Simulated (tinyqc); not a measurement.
Worked calculation: Stoner model of a band ferromagnet. Values are carried at full precision from step to step, so a last printed digit may differ when a step is redone from the rounded ones.

Density of states per atom and spin: semi-elliptic, D(e) = (8 M/(pi W^2)) sqrt(W^2/4 - e^2). Levels e -/+ I m/2 for up and down spin, m = n_up - n_down, n_up + n_down = nd. At zero temperature e(N) is the energy below which N states lie, and E(m) = sum over spins of integral e D de - I m^2/4.

Values chosen for the exercise: W = 4.6 eV (band width, e from -W/2 to W/2); M = 5 (states per atom and spin); nd = 6.39 (electrons per atom); I = 0.88 eV (Stoner parameter).

## The paramagnetic state and the Stoner criterion

Find EF from nd/2 states per spin, D(EF) and the product I D(EF); below 1 the susceptibility is enhanced by 1/(1 - I D).

EF = 0.5063 eV
D(EF) = 1.3500 1/eV
I D(EF) = 1.1880

The paramagnet is unstable.

## Energy against moment

Tabulate the splitting that the band needs, e(n_up) - e(n_down), against I m, and E(m) - E(0), at nine moments up to saturation m_max = min(nd, 2M - nd).

Energy curve:

| m | e(n_up) (eV) | e(n_down) (eV) | difference (eV) | I m (eV) | E - E(0) (meV) |
|---|---|---|---|---|---|
| 0.000 | 0.5063 | 0.5063 | 0.0000 | 0.0000 | 0.0 |
| 0.451 | 0.6750 | 0.3404 | 0.3346 | 0.3971 | -7.1 |
| 0.902 | 0.8479 | 0.1763 | 0.6716 | 0.7942 | -28.0 |
| 1.354 | 1.0264 | 0.0131 | 1.0133 | 1.1913 | -62.0 |
| 1.805 | 1.2132 | -0.1500 | 1.3632 | 1.5884 | -107.7 |
| 2.256 | 1.4118 | -0.3139 | 1.7258 | 1.9855 | -162.7 |
| 2.708 | 1.6294 | -0.4795 | 2.1089 | 2.3826 | -223.4 |
| 3.159 | 1.8826 | -0.6477 | 2.5302 | 2.7797 | -283.4 |
| 3.610 | 2.3000 | -0.8198 | 3.1198 | 3.1768 | -327.2 |

dE/dm is half of (difference - I m), so E falls wherever I m exceeds the difference.

## The ground state

Take the lowest of E(0), the stationary points e(n_up) - e(n_down) = I m, and saturation.

m = 3.610 muB
exchange splitting I m = 3.177 eV
E - E(0) = -327.2 meV

n_up, n_down: 5.000  1.390

The moment is saturated (a strong ferromagnet): the majority band is full.

## Checks

- States in the band over M against 1: both 1.000000.

Run: tinyqc, `OMP_NUM_THREADS=1 python tinyqc.py 1682620 1682621 out.jsonl`; Intel(R) Xeon(R) Processor @ 2.30GHz, one thread, shared host; about 0.3 s of CPU time with all checks.
